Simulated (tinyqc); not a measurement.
What moves the results: plasmons of a degenerate electron gas in the random-phase approximation. A value that a table varies takes the place of the one given here.

Zero temperature, parabolic band: kF = (3 pi^2 n)^(1/3), EF = c kF^2/m, Ep^2 = 8 pi c e2 n/(m eb), qTF^2 = 6 pi e2 n/(eb EF), c = hbar^2/2m0, e2 = e^2/(4 pi eps0), n in 1/angstrom^3 (1e-24 per 1/cm^3).

Lindhard function: eps(q, E)/eb = 1 + (qTF/q)^2 (f1 + i f2) with z = q/(2 kF), u = E/(hbar vF q), hbar vF = 2 c kF/m; f1 = 1/2 + [h(z - u) + h(z + u)]/(8 z), h(x) = (1 - x^2) ln|(x + 1)/(x - 1)|; f2 = pi u/2 for z + u < 1, (pi/(8 z))(1 - (z - u)^2) for |z - u| < 1 < z + u, else 0. Pairs exist for c (q^2 - 2 q kF)/m < E < c (q^2 + 2 q kF)/m.

Constants: hbar^2/2m0 = 3.80998211 eV angstrom^2; e^2/(4 pi eps0) = 14.39964547 eV angstrom; a0 (Bohr radius) = 0.5291772105 angstrom.

Inputs chosen for the exercise (a free-electron density near that of Al; not measured data): n = 1.82e+23 1/cm^3 (electron density); m = 1 m0 (mass); eb = 1 (background dielectric constant); ed = 4 (dielectric constant of the surroundings); d = 200 angstrom (film thickness); qp = 0.496 1/angstrom (wave vector of the plasmon).

## Dispersion and weight of the plasmon

Short formula: E^2 = Ep^2 + (3/5)(hbar vF q)^2 + (c q^2/m)^2; qc is where the plasmon meets the top of the continuum. The weight is the share of the f-sum that the plasmon carries, 2E/(Ep^2 d(eps/eb)/dE); a dash marks no undamped root.

Energies (eV):

| q (1/angstrom) | q/kF | top of continuum | plasmon | short formula | weight |
|---|---|---|---|---|---|
| 0.129 | 0.074 | 1.787 | 15.90 | 15.90 | 1.000 |
| 0.324 | 0.185 | 4.728 | 16.20 | 16.20 | 1.000 |
| 0.518 | 0.295 | 7.942 | 16.78 | 16.75 | 0.997 |
| 0.712 | 0.406 | 11.44 | 17.67 | 17.58 | 0.986 |
| 0.906 | 0.517 | 15.23 | 18.97 | 18.67 | 0.951 |
| 1.04 | 0.593 | 18.01 | 20.18 | 19.59 | 0.891 |
| 1.17 | 0.667 | 20.85 | 21.70 | 20.61 | 0.760 |
| 1.26 | 0.719 | 22.88 | 23.05 | 21.39 | 0.542 |
| 1.42 | 0.810 | 26.65 | - | 22.93 | - |
| 1.68 | 0.958 | 33.20 | - | 25.86 | - |

qc = 1.295 1/angstrom

What does this show?

Ep = 15.84 eV. The plasmon rises from 15.9 to 23.05 eV just before qc, 45 % above Ep. The short formula errs by -0.54 % at q/kF = 0.41 and -7.19 % next to qc. The weight falls from 1.000 to 0.542 as pairs take over the sum.

## Density dependence

n is multiplied by the factor listed.

Results:

| factor | rs | EF (eV) | Ep (eV) | Ep/EF | qc/kF | alpha = 3 EF/(5 Ep) |
|---|---|---|---|---|---|---|
| 0.10 | 4.457 | 2.523 | 5.009 | 1.986 | 0.984 | 0.302 |
| 0.20 | 3.537 | 4.005 | 7.084 | 1.769 | 0.903 | 0.339 |
| 0.50 | 2.606 | 7.377 | 11.20 | 1.518 | 0.805 | 0.395 |
| 1.0 | 2.069 | 11.71 | 15.84 | 1.353 | 0.738 | 0.444 |
| 2.0 | 1.642 | 18.59 | 22.40 | 1.205 | 0.677 | 0.498 |
| 5.0 | 1.210 | 34.24 | 35.42 | 1.034 | 0.602 | 0.580 |
| 10 | 0.960 | 54.36 | 50.09 | 0.922 | 0.551 | 0.651 |

What can be read from the table?

Over two decades Ep grows by 10.0 (n^(1/2)) and EF by 21.5 (n^(2/3)), so Ep/EF falls from 1.986 to 0.922 as sqrt(rs), and qc/kF from 0.984 to 0.551: in a dense gas the plasmon enters the continuum earlier on the scale of kF. alpha is the coefficient in E = Ep + alpha hbar^2 q^2/(m m0). The random-phase values are only rough in the rows with rs above about 2 (up to 4.5 here).

## Thin film modes against wave vector (bulk, surface, particle and sheet plasmons)

Drude medium eps = eb (1 - Ep^2/E^2), no retardation. A film of thickness d has modes eps = -ed coth(q d/2) (lower) and eps = -ed tanh(q d/2) (upper); a sheet with ns = n d has E^2 = 4 pi c e2 ns q/(m ed). One surface: eps = -ed; small sphere: eps = -2 ed.

Modes (eV):

| q d | q (1/angstrom) | lower | upper | sheet |
|---|---|---|---|---|
| 0.020 | 0.000100 | 0.7911 | 15.53 | 0.7921 |
| 0.050 | 0.000250 | 1.248 | 15.10 | 1.252 |
| 0.10 | 0.000500 | 1.759 | 14.46 | 1.771 |
| 0.20 | 0.00100 | 2.470 | 13.39 | 2.505 |
| 0.50 | 0.00250 | 3.805 | 11.26 | 3.960 |
| 1.0 | 0.00500 | 5.098 | 9.386 | 5.601 |
| 2.0 | 0.0100 | 6.335 | 7.875 | 7.921 |
| 4.0 | 0.0200 | 6.981 | 7.189 | 11.20 |
| 8.0 | 0.0400 | 7.083 | 7.086 | 15.84 |

bulk, surface, sphere (eV): 15.84  7.084  5.280

What does this show?

At small q d the lower mode tends to the sheet law sqrt(q) (within 5 % up to q d = 0.5 of the values listed) and the upper one starts near the bulk value. At q d = 8 the two are 0.0038 eV apart around the surface value 7.084 eV. Retardation, left out here, matters where q is below about three times sqrt(ed) E/(hbar c), hbar c = 1973.27 eV angstrom: that holds for 8 of the rows (from the top) for the lower mode and 8 for the upper one.

## What moves the plasmon

The plasmon is taken at qp. Each row changes one parameter from the base and keeps the others.

Results:

| case | Ep (eV) | plasmon at qp (eV) | qc (1/angstrom) |
|---|---|---|---|
| base | 15.84 | 16.70 | 1.295 |
| n = 2.18e+23 1/cm^3 | 17.34 | 18.22 | 1.344 |
| m = 1.15 m0 | 14.77 | 15.47 | 1.365 |
| eb = 1.1 | 15.10 | 16.00 | 1.249 |
| qp = 0.347 1/angstrom | 15.84 | 16.25 | 1.295 |

How do the results move?

The largest shifts from the base row, up to three for each result and ties (the steps differ in size, so this ranks the rows, not the parameters). Ep (eV): n +1.50, m -1.07, eb -0.737; unchanged at the printed digits by qp. plasmon at qp (eV): n +1.52, m -1.23, eb -0.696. qc (1/angstrom): m +0.0700, n +0.0494, eb -0.0458; unchanged at the printed digits by qp.

Computed by tinyqc, a small Python program: `OMP_NUM_THREADS=1 python tinyqc.py 1680817 1680818 out.jsonl` (the numbers bound the seed that draws the inputs); one thread of a shared host (Intel(R) Xeon(R) Processor @ 2.30GHz), about 0.01 s for the whole set of steps.
